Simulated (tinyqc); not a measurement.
# Threshold-voltage variability of a planar MOSFET, analytic estimates: several studies

Three independent sources add in quadrature: random dopants in the depleted layer, metal-gate grains of two orientations, and roughness of the two gate edges acting through the roll-off VT = VT(long) - Vr exp(-L/l). These are first-order estimates: no three-dimensional electrostatics, no percolation.

Values chosen for this exercise; material values close to those of silicon: temperature T = 300 K; band gap Eg = 1.11 eV; relative permittivity of the semiconductor eps_r = 11.9; conduction-band density of states at T Nc = 2.75e19 cm^-3; valence-band density of states at T Nv = 2.64e19 cm^-3; channel doping Na = 8.4e17 cm^-3; oxide-equivalent thickness in inversion ti = 0.9 nm; gate length L = 25 nm; gate width W = 92 nm; metal grain size G = 5 nm; work-function difference of the two grain orientations dW = 0.15 eV; share of the orientation of higher work function p = 0.5; rms roughness of one gate edge De = 1 nm; correlation length of the roughness La = 20 nm; decay length of the threshold roll-off l = 5.2 nm; prefactor of the roll-off Vr = 2.6 V.

Constants: q = 1.602176634e-19 C, kB = 1.380649e-23 J/K, Vt = kB T/q, eps0 = 8.8541878128e-14 F/cm where lengths are in cm. Results are converted to the units shown.

Each table varies one quantity; the others keep the values above.

## Scaling length and width together

ni = sqrt(Nc Nv) exp(-Eg/(2 Vt)), Eg in volts; Cox = 3.9 eps0/ti; Wd = sqrt(4 eps0 eps_r Vt ln(Na/ni)/(q Na)); dopants: s1 = (q/Cox) sqrt(Na Wd/(3 L W)). Grains: Ng = L W/G^2 (at least 1), s2 = dW sqrt(p (1 - p)/Ng). Edges, with exponential correlation and u = W/La: the mean gate length has sL^2 = 2 De^2 (2/u)[1 - (1 - exp(-u))/u]; s3 = sL (Vr/l) exp(-L/l). s = sqrt(s1^2 + s2^2 + s3^2). l and Vr are held fixed. W = 3.68 L in every row; l is held fixed.

Scaling length and width together:
```
L (nm)  s1 (mV)  s2 (mV)   s3 (mV)  s (mV)  s sqrt(L W) (mV um)
16        14.07    12.22     22.13   28.93               0.8878
20        11.25    9.774     9.548   17.70               0.6791
24        9.377    8.145     4.150   13.10               0.6029
30        7.502    6.516     1.203   10.01               0.5760
37        6.082    5.283    0.2876   8.062               0.5722
45        5.001    4.344   0.05685   6.625               0.5719
55        4.092    3.554  0.007609   5.420               0.5718
```

As L goes from 16 to 55 nm, s falls from 28.9 to 5.42 mV. The largest source is the edges in the first row and the dopants in the last. The product s sqrt(L W) falls from 0.888 to 0.572 mV um: s1 and s2 go as 1/sqrt(L W), so the change comes from s3 alone. For L = 16 to 37 nm the depletion depth exceeds L, so source and drain share much of the charge and s1 is rough.

## Effect of the oxide-equivalent thickness in inversion

Same model as above.

l and Vr are held fixed.

The same in every row: s2 (mV) = 7.819; s3 (mV) = 3.373.

Results:
```
ti (nm)  s1 (mV)  s (mV)  s sqrt(L W) (mV um)
0.8        8.002   11.69               0.5604
1.2        12.00   14.72               0.7058
2          20.00   21.74                1.043
2.4        24.01   25.47                1.222
2.8        28.01   29.27                1.404
3.2        32.01   33.12                1.588
```

Estimate the missing row, ti = 1.6 nm.

Computed row:
```
ti (nm)  s1 (mV)  s (mV)  s sqrt(L W) (mV um)
1.6        16.00   18.13               0.8694
```

With this row back in the table: As ti goes from 0.8 to 3.2 nm, s rises from 11.7 to 33.1 mV. The dopants are the largest source in the first and the last row. s1 goes on average as ti^(1.00). In every row the depletion depth exceeds L, so source and drain share much of the charge and s1 is rough.

## Effect of the channel doping

Same model as above.

l and Vr are held fixed.

The same in every row: s2 (mV) = 7.8193; s3 (mV) = 3.3732.

Effect of the channel doping:
```
Na (cm^-3)  s1 (mV)  s (mV)  s sqrt(L W) (mV um)
1.5e17       5.7065  10.251              0.49162
2.6e17       6.6023  10.775              0.51677
4.7e17       7.7221  11.496              0.55131
8.2e17       8.9449  12.350              0.59230
1.5e18       10.489  13.511              0.64795
2.6e18       12.123  14.815              0.71052
4.5e18       14.004  16.390              0.78604
8e18         16.287  18.379              0.88144
```

What does the comparison show?

As Na goes from 1.5e17 to 8e18 cm^-3, s rises from 10.3 to 18.4 mV. The largest source is the grains in the first row and the dopants in the last. s1 goes on average as Na^(0.26), near the 1/4 expected from Na Wd. For Na = 1.5e17 to 1.5e18 cm^-3 the depletion depth exceeds L, so source and drain share much of the charge and s1 is rough.

Computed by the program tinyqc: `OMP_NUM_THREADS=1 python tinyqc.py 2090058 2090059 out.jsonl`, one thread of a shared Intel Xeon 2.30GHz, about 0.01 s for the whole run.
